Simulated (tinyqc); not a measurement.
ROHF in the 6-31g basis, for H4, spin multiplicity 3, step by step (part 2 of 3). Computed by tinyqc, a small Python program that keeps every step (integrals from PySCF). Command: `OMP_NUM_THREADS=1 python tinyqc.py 29759 29760 out.jsonl` (the two numbers bound the seeds that draw the settings). One thread of a shared host (Intel(R) Xeon(R) Processor @ 2.60GHz), about 0.06 s of CPU time with the checks.

Geometry (angstrom):
```
atom         x         y         z
H     0.000000  0.000000  0.000000
H     0.000000  0.000000  0.935000
H     0.000000  1.736000  0.000000
H     0.000000  1.736000  0.935000
```

## Iteration 1: building the Fock matrix

D(alpha) at the start, order 1H 1s, 1H 2s, 2H 1s, 2H 2s, 3H 1s, 3H 2s, 4H 1s, 4H 2s:
$$\begin{pmatrix}
0.315909 & 0.212877 & -0.145728 & -0.024307 & 0.181084 & 0.087149 & -0.280553 & -0.150035 \\
0.212877 & 0.175402 & -0.024307 & 0.053540 & 0.087149 & 0.058158 & -0.150035 & -0.063704 \\
-0.145728 & -0.024307 & 0.315909 & 0.212877 & -0.280553 & -0.150035 & 0.181084 & 0.087149 \\
-0.024307 & 0.053540 & 0.212877 & 0.175402 & -0.150035 & -0.063704 & 0.087149 & 0.058158 \\
0.181084 & 0.087149 & -0.280553 & -0.150035 & 0.315909 & 0.212877 & -0.145728 & -0.024307 \\
0.087149 & 0.058158 & -0.150035 & -0.063704 & 0.212877 & 0.175402 & -0.024307 & 0.053540 \\
-0.280553 & -0.150035 & 0.181084 & 0.087149 & -0.145728 & -0.024307 & 0.315909 & 0.212877 \\
-0.150035 & -0.063704 & 0.087149 & 0.058158 & -0.024307 & 0.053540 & 0.212877 & 0.175402
\end{pmatrix}$$

D(beta) at the start, order 1H 1s, 1H 2s, 2H 1s, 2H 2s, 3H 1s, 3H 2s, 4H 1s, 4H 2s:
$$\begin{pmatrix}
0.017678 & 0.031421 & 0.017678 & 0.031421 & 0.017678 & 0.031421 & 0.017678 & 0.031421 \\
0.031421 & 0.055849 & 0.031421 & 0.055849 & 0.031421 & 0.055849 & 0.031421 & 0.055849 \\
0.017678 & 0.031421 & 0.017678 & 0.031421 & 0.017678 & 0.031421 & 0.017678 & 0.031421 \\
0.031421 & 0.055849 & 0.031421 & 0.055849 & 0.031421 & 0.055849 & 0.031421 & 0.055849 \\
0.017678 & 0.031421 & 0.017678 & 0.031421 & 0.017678 & 0.031421 & 0.017678 & 0.031421 \\
0.031421 & 0.055849 & 0.031421 & 0.055849 & 0.031421 & 0.055849 & 0.031421 & 0.055849 \\
0.017678 & 0.031421 & 0.017678 & 0.031421 & 0.017678 & 0.031421 & 0.017678 & 0.031421 \\
0.031421 & 0.055849 & 0.031421 & 0.055849 & 0.031421 & 0.055849 & 0.031421 & 0.055849
\end{pmatrix}$$

core Hamiltonian H = T + V (hartree), order 1H 1s, 1H 2s, 2H 1s, 2H 2s, 3H 1s, 3H 2s, 4H 1s, 4H 2s:
$$\begin{pmatrix}
-1.394958 & -1.224109 & -0.716988 & -0.888619 & -0.076211 & -0.351470 & -0.032975 & -0.252117 \\
-1.224109 & -1.446584 & -0.888619 & -1.217028 & -0.351470 & -0.702945 & -0.252117 & -0.586488 \\
-0.716988 & -0.888619 & -1.394958 & -1.224109 & -0.032975 & -0.252117 & -0.076211 & -0.351470 \\
-0.888619 & -1.217028 & -1.224109 & -1.446584 & -0.252117 & -0.586488 & -0.351470 & -0.702945 \\
-0.076211 & -0.351470 & -0.032975 & -0.252117 & -1.394958 & -1.224109 & -0.716988 & -0.888619 \\
-0.351470 & -0.702945 & -0.252117 & -0.586488 & -1.224109 & -1.446584 & -0.888619 & -1.217028 \\
-0.032975 & -0.252117 & -0.076211 & -0.351470 & -0.716988 & -0.888619 & -1.394958 & -1.224109 \\
-0.252117 & -0.586488 & -0.351470 & -0.702945 & -0.888619 & -1.217028 & -1.224109 & -1.446584
\end{pmatrix}$$

nuclear repulsion = 2.27833147 hartree

Given earlier and not repeated: Two-electron integrals (ij|kl) in chemists' order.

J_ij = sum D_kl (ij|kl) with D = D(alpha) + D(beta), K_ij = sum D_kl (ik|jl) for each spin; F = H + J - K(s); E = tr D H + tr D J / 2 - 0.5 sum_s tr D(s) K(s) + E_nn.

Coulomb J (hartree), order 1H 1s, 1H 2s, 2H 1s, 2H 2s, 3H 1s, 3H 2s, 4H 1s, 4H 2s:
$$\begin{pmatrix}
1.919623 & 1.174950 & 0.585991 & 0.800553 & 0.041671 & 0.294431 & 0.015708 & 0.201117 \\
1.174950 & 1.514404 & 0.800553 & 1.220404 & 0.294431 & 0.679403 & 0.201117 & 0.548046 \\
0.585991 & 0.800553 & 1.919623 & 1.174950 & 0.015708 & 0.201117 & 0.041671 & 0.294431 \\
0.800553 & 1.220404 & 1.174950 & 1.514404 & 0.201117 & 0.548046 & 0.294431 & 0.679403 \\
0.041671 & 0.294431 & 0.015708 & 0.201117 & 1.919623 & 1.174950 & 0.585991 & 0.800553 \\
0.294431 & 0.679403 & 0.201117 & 0.548046 & 1.174950 & 1.514404 & 0.800553 & 1.220404 \\
0.015708 & 0.201117 & 0.041671 & 0.294431 & 0.585991 & 0.800553 & 1.919623 & 1.174950 \\
0.201117 & 0.548046 & 0.294431 & 0.679403 & 0.800553 & 1.220404 & 1.174950 & 1.514404
\end{pmatrix}$$

exchange K(alpha) (hartree), order 1H 1s, 1H 2s, 2H 1s, 2H 2s, 3H 1s, 3H 2s, 4H 1s, 4H 2s:
$$\begin{pmatrix}
0.664023 & 0.501570 & 0.276065 & 0.370042 & 0.059233 & 0.145675 & -0.041682 & 0.079000 \\
0.501570 & 0.497129 & 0.370042 & 0.440835 & 0.145675 & 0.241661 & 0.079000 & 0.203880 \\
0.276065 & 0.370042 & 0.664023 & 0.501570 & -0.041682 & 0.079000 & 0.059233 & 0.145675 \\
0.370042 & 0.440835 & 0.501570 & 0.497129 & 0.079000 & 0.203880 & 0.145675 & 0.241661 \\
0.059233 & 0.145675 & -0.041682 & 0.079000 & 0.664023 & 0.501570 & 0.276065 & 0.370042 \\
0.145675 & 0.241661 & 0.079000 & 0.203880 & 0.501570 & 0.497129 & 0.370042 & 0.440835 \\
-0.041682 & 0.079000 & 0.059233 & 0.145675 & 0.276065 & 0.370042 & 0.664023 & 0.501570 \\
0.079000 & 0.203880 & 0.145675 & 0.241661 & 0.370042 & 0.440835 & 0.501570 & 0.497129
\end{pmatrix}$$

exchange K(beta) (hartree), order 1H 1s, 1H 2s, 2H 1s, 2H 2s, 3H 1s, 3H 2s, 4H 1s, 4H 2s:
$$\begin{pmatrix}
0.200267 & 0.212033 & 0.145257 & 0.191586 & 0.080383 & 0.137343 & 0.072794 & 0.128559 \\
0.212033 & 0.270179 & 0.191586 & 0.259042 & 0.137343 & 0.212991 & 0.128559 & 0.205804 \\
0.145257 & 0.191586 & 0.200267 & 0.212033 & 0.072794 & 0.128559 & 0.080383 & 0.137343 \\
0.191586 & 0.259042 & 0.212033 & 0.270179 & 0.128559 & 0.205804 & 0.137343 & 0.212991 \\
0.080383 & 0.137343 & 0.072794 & 0.128559 & 0.200267 & 0.212033 & 0.145257 & 0.191586 \\
0.137343 & 0.212991 & 0.128559 & 0.205804 & 0.212033 & 0.270179 & 0.191586 & 0.259042 \\
0.072794 & 0.128559 & 0.080383 & 0.137343 & 0.145257 & 0.191586 & 0.200267 & 0.212033 \\
0.128559 & 0.205804 & 0.137343 & 0.212991 & 0.191586 & 0.259042 & 0.212033 & 0.270179
\end{pmatrix}$$

F(alpha) (hartree), order 1H 1s, 1H 2s, 2H 1s, 2H 2s, 3H 1s, 3H 2s, 4H 1s, 4H 2s:
$$\begin{pmatrix}
-0.139358 & -0.550729 & -0.407062 & -0.458108 & -0.093773 & -0.202714 & 0.024416 & -0.130000 \\
-0.550729 & -0.429310 & -0.458108 & -0.437459 & -0.202714 & -0.265203 & -0.130000 & -0.242322 \\
-0.407062 & -0.458108 & -0.139358 & -0.550729 & 0.024416 & -0.130000 & -0.093773 & -0.202714 \\
-0.458108 & -0.437459 & -0.550729 & -0.429310 & -0.130000 & -0.242322 & -0.202714 & -0.265203 \\
-0.093773 & -0.202714 & 0.024416 & -0.130000 & -0.139358 & -0.550729 & -0.407062 & -0.458108 \\
-0.202714 & -0.265203 & -0.130000 & -0.242322 & -0.550729 & -0.429310 & -0.458108 & -0.437459 \\
0.024416 & -0.130000 & -0.093773 & -0.202714 & -0.407062 & -0.458108 & -0.139358 & -0.550729 \\
-0.130000 & -0.242322 & -0.202714 & -0.265203 & -0.458108 & -0.437459 & -0.550729 & -0.429310
\end{pmatrix}$$

F(beta) (hartree), order 1H 1s, 1H 2s, 2H 1s, 2H 2s, 3H 1s, 3H 2s, 4H 1s, 4H 2s:
$$\begin{pmatrix}
0.324398 & -0.261192 & -0.276254 & -0.279652 & -0.114923 & -0.194382 & -0.090061 & -0.179559 \\
-0.261192 & -0.202359 & -0.279652 & -0.255665 & -0.194382 & -0.236533 & -0.179559 & -0.244246 \\
-0.276254 & -0.279652 & 0.324398 & -0.261192 & -0.090061 & -0.179559 & -0.114923 & -0.194382 \\
-0.279652 & -0.255665 & -0.261192 & -0.202359 & -0.179559 & -0.244246 & -0.194382 & -0.236533 \\
-0.114923 & -0.194382 & -0.090061 & -0.179559 & 0.324398 & -0.261192 & -0.276254 & -0.279652 \\
-0.194382 & -0.236533 & -0.179559 & -0.244246 & -0.261192 & -0.202359 & -0.279652 & -0.255665 \\
-0.090061 & -0.179559 & -0.114923 & -0.194382 & -0.276254 & -0.279652 & 0.324398 & -0.261192 \\
-0.179559 & -0.244246 & -0.194382 & -0.236533 & -0.279652 & -0.255665 & -0.261192 & -0.202359
\end{pmatrix}$$

total energy of this density = -1.69354129 hartree

## Iteration 1: Roothaan effective Fock matrix

overlap S, order 1H 1s, 1H 2s, 2H 1s, 2H 2s, 3H 1s, 3H 2s, 4H 1s, 4H 2s:
$$\begin{pmatrix}
1.000000 & 0.658292 & 0.297381 & 0.436737 & 0.022102 & 0.160348 & 0.007971 & 0.106562 \\
0.658292 & 1.000000 & 0.436737 & 0.777441 & 0.160348 & 0.419856 & 0.106562 & 0.326413 \\
0.297381 & 0.436737 & 1.000000 & 0.658292 & 0.007971 & 0.106562 & 0.022102 & 0.160348 \\
0.436737 & 0.777441 & 0.658292 & 1.000000 & 0.106562 & 0.326413 & 0.160348 & 0.419856 \\
0.022102 & 0.160348 & 0.007971 & 0.106562 & 1.000000 & 0.658292 & 0.297381 & 0.436737 \\
0.160348 & 0.419856 & 0.106562 & 0.326413 & 0.658292 & 1.000000 & 0.436737 & 0.777441 \\
0.007971 & 0.106562 & 0.022102 & 0.160348 & 0.297381 & 0.436737 & 1.000000 & 0.658292 \\
0.106562 & 0.326413 & 0.160348 & 0.419856 & 0.436737 & 0.777441 & 0.658292 & 1.000000
\end{pmatrix}$$

With projectors Pc = D(beta) S, Po = (D(alpha) - D(beta)) S, Pv = 1 - D(alpha) S, the block xy is Px^T F Py; with Fc = (F(alpha) + F(beta))/2, the blocks are Fc for cc, oo, vv and cv, F(beta) for co and F(alpha) for ov.

effective F (hartree), order 1H 1s, 1H 2s, 2H 1s, 2H 2s, 3H 1s, 3H 2s, 4H 1s, 4H 2s:
$$\begin{pmatrix}
0.074644 & -0.401527 & -0.350859 & -0.370676 & -0.095148 & -0.196752 & -0.014947 & -0.159214 \\
-0.401527 & -0.298789 & -0.370676 & -0.338129 & -0.196752 & -0.259302 & -0.159214 & -0.260330 \\
-0.350859 & -0.370676 & 0.074644 & -0.401527 & -0.014947 & -0.159214 & -0.095148 & -0.196752 \\
-0.370676 & -0.338129 & -0.401527 & -0.298789 & -0.159214 & -0.260330 & -0.196752 & -0.259302 \\
-0.095148 & -0.196752 & -0.014947 & -0.159214 & 0.074644 & -0.401527 & -0.350859 & -0.370676 \\
-0.196752 & -0.259302 & -0.159214 & -0.260330 & -0.401527 & -0.298789 & -0.370676 & -0.338129 \\
-0.014947 & -0.159214 & -0.095148 & -0.196752 & -0.350859 & -0.370676 & 0.074644 & -0.401527 \\
-0.159214 & -0.260330 & -0.196752 & -0.259302 & -0.370676 & -0.338129 & -0.401527 & -0.298789
\end{pmatrix}$$

## Iteration 1: diagonalisation and new density

X, order 1H 1s, 1H 2s, 2H 1s, 2H 2s, 3H 1s, 3H 2s, 4H 1s, 4H 2s:
$$\begin{pmatrix}
1.268404 & -0.524916 & -0.071515 & 0.036059 & 0.016451 & 0.039307 & 0.007655 & 0.005691 \\
-0.524916 & 1.896500 & 0.036059 & -0.818429 & 0.039307 & -0.422799 & 0.005691 & 0.175860 \\
-0.071515 & 0.036059 & 1.268404 & -0.524916 & 0.007655 & 0.005691 & 0.016451 & 0.039307 \\
0.036059 & -0.818429 & -0.524916 & 1.896500 & 0.005691 & 0.175860 & 0.039307 & -0.422799 \\
0.016451 & 0.039307 & 0.007655 & 0.005691 & 1.268404 & -0.524916 & -0.071515 & 0.036059 \\
0.039307 & -0.422799 & 0.005691 & 0.175860 & -0.524916 & 1.896500 & 0.036059 & -0.818429 \\
0.007655 & 0.005691 & 0.016451 & 0.039307 & -0.071515 & 0.036059 & 1.268404 & -0.524916 \\
0.005691 & 0.175860 & 0.039307 & -0.422799 & 0.036059 & -0.818429 & -0.524916 & 1.896500
\end{pmatrix}$$

Diagonalise F' = X^T F X, C = X C', fill 3 alpha and 1 beta electrons from the bottom; D(s) = C_occ C_occ^T. Each column has its largest component positive (the first on a tie).

F' = X^T F X (hartree):
$$\begin{pmatrix}
0.578495 & -0.564582 & -0.239323 & -0.090211 & -0.000658 & -0.053411 & 0.080533 & -0.022914 \\
-0.564582 & 0.323877 & -0.090211 & -0.177403 & -0.053411 & -0.130470 & -0.022914 & -0.058659 \\
-0.239323 & -0.090211 & 0.578495 & -0.564582 & 0.080533 & -0.022914 & -0.000658 & -0.053411 \\
-0.090211 & -0.177403 & -0.564582 & 0.323877 & -0.022914 & -0.058659 & -0.053411 & -0.130470 \\
-0.000658 & -0.053411 & 0.080533 & -0.022914 & 0.578495 & -0.564582 & -0.239323 & -0.090211 \\
-0.053411 & -0.130470 & -0.022914 & -0.058659 & -0.564582 & 0.323877 & -0.090211 & -0.177403 \\
0.080533 & -0.022914 & -0.000658 & -0.053411 & -0.239323 & -0.090211 & 0.578495 & -0.564582 \\
-0.022914 & -0.058659 & -0.053411 & -0.130470 & -0.090211 & -0.177403 & -0.564582 & 0.323877
\end{pmatrix}$$

orbital energies (hartree): MO1 -0.578502, MO2 -0.282275, MO3 0.055337, MO4 0.263208, MO5 0.877175, MO6 0.954895, MO7 1.110758, MO8 1.208892

coefficients C, order 1H 1s, 1H 2s, 2H 1s, 2H 2s, 3H 1s, 3H 2s, 4H 1s, 4H 2s:
$$\begin{pmatrix}
0.181891 & 0.245638 & 0.189653 & 0.137223 & -0.595623 & 0.623599 & -0.698797 & -0.715910 \\
0.203989 & 0.257926 & 0.693156 & 1.188307 & 0.666061 & -0.424660 & 0.841851 & 1.192174 \\
0.181891 & 0.245638 & -0.189653 & -0.137223 & -0.595623 & 0.623599 & 0.698797 & 0.715910 \\
0.203989 & 0.257926 & -0.693156 & -1.188307 & 0.666061 & -0.424660 & -0.841851 & -1.192174 \\
0.181891 & -0.245638 & 0.189653 & -0.137223 & 0.595623 & 0.623599 & -0.698797 & 0.715910 \\
0.203989 & -0.257926 & 0.693156 & -1.188307 & -0.666061 & -0.424660 & 0.841851 & -1.192174 \\
0.181891 & -0.245638 & -0.189653 & 0.137223 & 0.595623 & 0.623599 & 0.698797 & -0.715910 \\
0.203989 & -0.257926 & -0.693156 & 1.188307 & -0.666061 & -0.424660 & -0.841851 & 1.192174
\end{pmatrix}$$

D(alpha) after iteration 1, order 1H 1s, 1H 2s, 2H 1s, 2H 2s, 3H 1s, 3H 2s, 4H 1s, 4H 2s:
$$\begin{pmatrix}
0.129391 & 0.231919 & 0.057454 & -0.030999 & 0.008714 & 0.105206 & -0.063222 & -0.157712 \\
0.231919 & 0.588602 & -0.030999 & -0.372327 & 0.105206 & 0.455551 & -0.157712 & -0.505379 \\
0.057454 & -0.030999 & 0.129391 & 0.231919 & -0.063222 & -0.157712 & 0.008714 & 0.105206 \\
-0.030999 & -0.372327 & 0.231919 & 0.588602 & -0.157712 & -0.505379 & 0.105206 & 0.455551 \\
0.008714 & 0.105206 & -0.063222 & -0.157712 & 0.129391 & 0.231919 & 0.057454 & -0.030999 \\
0.105206 & 0.455551 & -0.157712 & -0.505379 & 0.231919 & 0.588602 & -0.030999 & -0.372327 \\
-0.063222 & -0.157712 & 0.008714 & 0.105206 & 0.057454 & -0.030999 & 0.129391 & 0.231919 \\
-0.157712 & -0.505379 & 0.105206 & 0.455551 & -0.030999 & -0.372327 & 0.231919 & 0.588602
\end{pmatrix}$$

D(beta) after iteration 1, order 1H 1s, 1H 2s, 2H 1s, 2H 2s, 3H 1s, 3H 2s, 4H 1s, 4H 2s:
$$\begin{pmatrix}
0.033084 & 0.037104 & 0.033084 & 0.037104 & 0.033084 & 0.037104 & 0.033084 & 0.037104 \\
0.037104 & 0.041612 & 0.037104 & 0.041612 & 0.037104 & 0.041612 & 0.037104 & 0.041612 \\
0.033084 & 0.037104 & 0.033084 & 0.037104 & 0.033084 & 0.037104 & 0.033084 & 0.037104 \\
0.037104 & 0.041612 & 0.037104 & 0.041612 & 0.037104 & 0.041612 & 0.037104 & 0.041612 \\
0.033084 & 0.037104 & 0.033084 & 0.037104 & 0.033084 & 0.037104 & 0.033084 & 0.037104 \\
0.037104 & 0.041612 & 0.037104 & 0.041612 & 0.037104 & 0.041612 & 0.037104 & 0.041612 \\
0.033084 & 0.037104 & 0.033084 & 0.037104 & 0.033084 & 0.037104 & 0.033084 & 0.037104 \\
0.037104 & 0.041612 & 0.037104 & 0.041612 & 0.037104 & 0.041612 & 0.037104 & 0.041612
\end{pmatrix}$$

## Iteration 2: building the Fock matrix

As before.

Coulomb J (hartree), order 1H 1s, 1H 2s, 2H 1s, 2H 2s, 3H 1s, 3H 2s, 4H 1s, 4H 2s:
$$\begin{pmatrix}
1.841656 & 1.135881 & 0.563070 & 0.772610 & 0.040534 & 0.285344 & 0.015217 & 0.194498 \\
1.135881 & 1.480387 & 0.772610 & 1.189698 & 0.285344 & 0.664506 & 0.194498 & 0.534432 \\
0.563070 & 0.772610 & 1.841656 & 1.135881 & 0.015217 & 0.194498 & 0.040534 & 0.285344 \\
0.772610 & 1.189698 & 1.135881 & 1.480387 & 0.194498 & 0.534432 & 0.285344 & 0.664506 \\
0.040534 & 0.285344 & 0.015217 & 0.194498 & 1.841656 & 1.135881 & 0.563070 & 0.772610 \\
0.285344 & 0.664506 & 0.194498 & 0.534432 & 1.135881 & 1.480387 & 0.772610 & 1.189698 \\
0.015217 & 0.194498 & 0.040534 & 0.285344 & 0.563070 & 0.772610 & 1.841656 & 1.135881 \\
0.194498 & 0.534432 & 0.285344 & 0.664506 & 0.772610 & 1.189698 & 1.135881 & 1.480387
\end{pmatrix}$$

exchange K(alpha) (hartree), order 1H 1s, 1H 2s, 2H 1s, 2H 2s, 3H 1s, 3H 2s, 4H 1s, 4H 2s:
$$\begin{pmatrix}
0.582434 & 0.484810 & 0.306053 & 0.365136 & 0.046919 & 0.144811 & -0.018070 & 0.080859 \\
0.484810 & 0.503235 & 0.365136 & 0.431310 & 0.144811 & 0.247792 & 0.080859 & 0.195747 \\
0.306053 & 0.365136 & 0.582434 & 0.484810 & -0.018070 & 0.080859 & 0.046919 & 0.144811 \\
0.365136 & 0.431310 & 0.484810 & 0.503235 & 0.080859 & 0.195747 & 0.144811 & 0.247792 \\
0.046919 & 0.144811 & -0.018070 & 0.080859 & 0.582434 & 0.484810 & 0.306053 & 0.365136 \\
0.144811 & 0.247792 & 0.080859 & 0.195747 & 0.484810 & 0.503235 & 0.365136 & 0.431310 \\
-0.018070 & 0.080859 & 0.046919 & 0.144811 & 0.306053 & 0.365136 & 0.582434 & 0.484810 \\
0.080859 & 0.195747 & 0.144811 & 0.247792 & 0.365136 & 0.431310 & 0.484810 & 0.503235
\end{pmatrix}$$

exchange K(beta) (hartree), order 1H 1s, 1H 2s, 2H 1s, 2H 2s, 3H 1s, 3H 2s, 4H 1s, 4H 2s:
$$\begin{pmatrix}
0.223921 & 0.222819 & 0.160957 & 0.201248 & 0.086755 & 0.141466 & 0.078781 & 0.132560 \\
0.222819 & 0.266650 & 0.201248 & 0.255989 & 0.141466 & 0.207876 & 0.132560 & 0.201136 \\
0.160957 & 0.201248 & 0.223921 & 0.222819 & 0.078781 & 0.132560 & 0.086755 & 0.141466 \\
0.201248 & 0.255989 & 0.222819 & 0.266650 & 0.132560 & 0.201136 & 0.141466 & 0.207876 \\
0.086755 & 0.141466 & 0.078781 & 0.132560 & 0.223921 & 0.222819 & 0.160957 & 0.201248 \\
0.141466 & 0.207876 & 0.132560 & 0.201136 & 0.222819 & 0.266650 & 0.201248 & 0.255989 \\
0.078781 & 0.132560 & 0.086755 & 0.141466 & 0.160957 & 0.201248 & 0.223921 & 0.222819 \\
0.132560 & 0.201136 & 0.141466 & 0.207876 & 0.201248 & 0.255989 & 0.222819 & 0.266650
\end{pmatrix}$$

F(alpha) (hartree), order 1H 1s, 1H 2s, 2H 1s, 2H 2s, 3H 1s, 3H 2s, 4H 1s, 4H 2s:
$$\begin{pmatrix}
-0.135736 & -0.573038 & -0.459971 & -0.481145 & -0.082595 & -0.210937 & 0.000312 & -0.138478 \\
-0.573038 & -0.469432 & -0.481145 & -0.458640 & -0.210937 & -0.286230 & -0.138478 & -0.247804 \\
-0.459971 & -0.481145 & -0.135736 & -0.573038 & 0.000312 & -0.138478 & -0.082595 & -0.210937 \\
-0.481145 & -0.458640 & -0.573038 & -0.469432 & -0.138478 & -0.247804 & -0.210937 & -0.286230 \\
-0.082595 & -0.210937 & 0.000312 & -0.138478 & -0.135736 & -0.573038 & -0.459971 & -0.481145 \\
-0.210937 & -0.286230 & -0.138478 & -0.247804 & -0.573038 & -0.469432 & -0.481145 & -0.458640 \\
0.000312 & -0.138478 & -0.082595 & -0.210937 & -0.459971 & -0.481145 & -0.135736 & -0.573038 \\
-0.138478 & -0.247804 & -0.210937 & -0.286230 & -0.481145 & -0.458640 & -0.573038 & -0.469432
\end{pmatrix}$$

F(beta) (hartree), order 1H 1s, 1H 2s, 2H 1s, 2H 2s, 3H 1s, 3H 2s, 4H 1s, 4H 2s:
$$\begin{pmatrix}
0.222777 & -0.311047 & -0.314875 & -0.317257 & -0.122432 & -0.207592 & -0.096539 & -0.190179 \\
-0.311047 & -0.232847 & -0.317257 & -0.283319 & -0.207592 & -0.246315 & -0.190179 & -0.253192 \\
-0.314875 & -0.317257 & 0.222777 & -0.311047 & -0.096539 & -0.190179 & -0.122432 & -0.207592 \\
-0.317257 & -0.283319 & -0.311047 & -0.232847 & -0.190179 & -0.253192 & -0.207592 & -0.246315 \\
-0.122432 & -0.207592 & -0.096539 & -0.190179 & 0.222777 & -0.311047 & -0.314875 & -0.317257 \\
-0.207592 & -0.246315 & -0.190179 & -0.253192 & -0.311047 & -0.232847 & -0.317257 & -0.283319 \\
-0.096539 & -0.190179 & -0.122432 & -0.207592 & -0.314875 & -0.317257 & 0.222777 & -0.311047 \\
-0.190179 & -0.253192 & -0.207592 & -0.246315 & -0.317257 & -0.283319 & -0.311047 & -0.232847
\end{pmatrix}$$

total energy of this density = -1.94147726 hartree

## Iteration 2: Roothaan effective Fock matrix

As before.

effective F (hartree), order 1H 1s, 1H 2s, 2H 1s, 2H 2s, 3H 1s, 3H 2s, 4H 1s, 4H 2s:
$$\begin{pmatrix}
0.025005 & -0.444032 & -0.389489 & -0.396614 & -0.100447 & -0.211852 & -0.029598 & -0.162339 \\
-0.444032 & -0.340508 & -0.396614 & -0.364083 & -0.211852 & -0.273169 & -0.162339 & -0.261130 \\
-0.389489 & -0.396614 & 0.025005 & -0.444032 & -0.029598 & -0.162339 & -0.100447 & -0.211852 \\
-0.396614 & -0.364083 & -0.444032 & -0.340508 & -0.162339 & -0.261130 & -0.211852 & -0.273169 \\
-0.100447 & -0.211852 & -0.029598 & -0.162339 & 0.025005 & -0.444032 & -0.389489 & -0.396614 \\
-0.211852 & -0.273169 & -0.162339 & -0.261130 & -0.444032 & -0.340508 & -0.396614 & -0.364083 \\
-0.029598 & -0.162339 & -0.100447 & -0.211852 & -0.389489 & -0.396614 & 0.025005 & -0.444032 \\
-0.162339 & -0.261130 & -0.211852 & -0.273169 & -0.396614 & -0.364083 & -0.444032 & -0.340508
\end{pmatrix}$$
